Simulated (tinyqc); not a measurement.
Inside a calculation: effective mass of the light-hole band from tabulated energies. Values are carried at full precision from step to step, so a last printed digit may differ when a step is redone from the rounded ones.

c = hbar^2/2m0. A uniform scatter of up to 0.1 meV has been added to mimic numerical noise.
Constants: hbar^2/2m0 = 3.80998211 eV angstrom^2; kB = 8.617333262e-05 eV/K.

Values chosen for the exercise (out of a larger set: band of an eight-band Kane model near CdTe; not measured data): T = 77 K (temperature).

## Finite differences

Energies along [110], from the band edge downward:

| k (1/angstrom) | E (meV) |
|---|---|
| 0.00000 | 0.0000 |
| 0.00950 | 3.0543 |
| 0.01900 | 12.3812 |
| 0.02850 | 27.4529 |
| 0.03800 | 47.9764 |
| 0.04750 | 73.2988 |
| 0.05700 | 102.5500 |
| 0.06650 | 135.1886 |
| 0.07600 | 170.3152 |

reference mass (curvature of the model at k = 0.0001 1/angstrom) = 0.10949 m0

The band is even in k. m = c k^2/E(k) from the points 1, 2, 4 (k = 0 is point 0); Richardson from points 1 and 2: c/m = [16 E(k1) - E(k2)]/(12 k1^2).

m from points 1, 2, 4 (m0): 0.11258  0.11109  0.11467

m by Richardson = 0.11309 m0

Errors against the reference: +2.82, +1.46 and +4.73 % and +3.28 %. The extrapolation does not help: a scatter of 0.1 meV is 3 % of the first energy, and the formula weights that point by 4/3.

## Least squares over all points

Fit E = a k^2 (a = sum k^2 E/sum k^4), then E = a k^2 + b k^4 from the normal equations; E in eV; m = c/a.

sums of k^4, k^6, k^8: 7.1448e-05  3.2856e-07  1.6376e-09

sums of k^2 E, k^4 E: 0.0021765  9.9013e-06

a, one term = 30.462 eV angstrom^2

a and b, two terms: 34.35  -846.5

m, one and two terms (m0): 0.12507  0.11090

The parabola over all points errs by +14.2 % because the weights k^4 favour the outer points; the second term brings the error to +1.3 %.

## The non-parabolic form

E (1 + alpha E) = c k^2/m means that y = c k^2/E is a straight line in E with intercept m and slope m alpha. Fit the line by unweighted least squares over points 1 to 8, E in eV.

y (m0): 0.11258  0.11109  0.11273  0.11467  0.11728  0.12071  0.12463  0.12921

m = 0.11027 m0
alpha = 0.963 1/eV

The intercept errs by +0.71 %. The scatter of the first points, divided by small energies, tilts an unweighted line. For this band the scale of alpha is set by Dso = 0.908 eV as well as by the gap.

## Which mass for which use

From the fitted m and alpha: momentum mass at energy E, m (1 + 2 alpha E); curvature mass m (1 + 2 alpha E)^3; thermal factors to first order in alpha kT: density of states Nc (1 + 15 alpha kT/4), conductivity mass m (1 + 5 alpha kT). Take E = 3 kT/2.

alpha kT = 0.0064
momentum mass = 0.11238 m0
curvature mass = 0.11673 m0
factor on Nc = 1.0240
thermal conductivity mass = 0.11379 m0

alpha kT is small, so first order serves. For a warped valence band one direction does not stand for the whole band.

## Checks

- Two-term fit by normal equations against a least-squares routine: both 34.3545.

Program tinyqc; command `OMP_NUM_THREADS=1 python tinyqc.py 1880759 1880760 out.jsonl`; about 0.01 s on one thread of a shared Intel(R) Xeon(R) Processor @ 2.30GHz.
